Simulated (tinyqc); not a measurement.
Polytypes and stacking faults of a tetrahedral semiconductor in an axial Ising model with couplings up to third neighbours: one step, computed by the program tinyqc. Command: `OMP_NUM_THREADS=1 python tinyqc.py 3011680 3011681 out.jsonl polytype walk`. One thread of a shared host (Intel(R) Xeon(R) Processor @ 2.30GHz), about 0.01 s of CPU time with the checks.

Each double layer has s = +1 or -1 for the sense of its stacking step; E per pair of atoms = E0 - sum_n J_n <s_i s_(i+n)>, n = 1, 2, 3. Hexagonality h = (1 - <s_i s_(i+1)>)/2.

Task: Electronic energy gained by the fault. The fault binds electrons in a two-dimensional band E_b below the conduction edge, g2 = m m0/(pi hbar^2) for one valley. With the Fermi level held by the bulk, eta = ln[n/N_c(T)], N_c(T) = N_c (T/300)^1.5, the grand potential falls by g2 (k_B T)^2 F1(x), x = eta + E_b/(k_B T), F1(x) = integral from 0 to infinity of ln(1 + exp(x - t)) dt; sheet density g2 k_B T ln(1 + e^x). Band bending by the trapped charge is left out, so the gain is an upper bound. Net fault energy = gamma of the single Shockley (31) fault less the electronic gain.

Inputs (values chosen for the exercise, for a model crystal):

| quantity | value | unit |
|---|---|---|
| binding energy of the fault level E_b | 0.33 | eV |
| in-plane mass m | 0.46 | m0 |
| effective density of states N_c at 300 K | 2.5e+19 | 1/cm^3 |
| electron density n | 5.4e+17 | 1/cm^3 |
| temperature T | 1350 | K |

Host polytype: 4H.

energy of the glide fault, single Shockley (31) = 25.89861 mJ/m^2

Constants: m_0 = 9.1093837015e-31 kg; hbar = 1.054571817e-34 J s; k_B = 1.380649e-23 J/K; k_B = 8.617333262e-05 eV/K.

Give: x; sheet density; electronic gain; net fault energy.

Result:

x = -3.255

sheet density = 8.466e+11 1/cm^2

electronic gain = 0.1593 mJ/m^2

net fault energy = 25.74 mJ/m^2

The gain offsets 0.62 % of the fault energy.
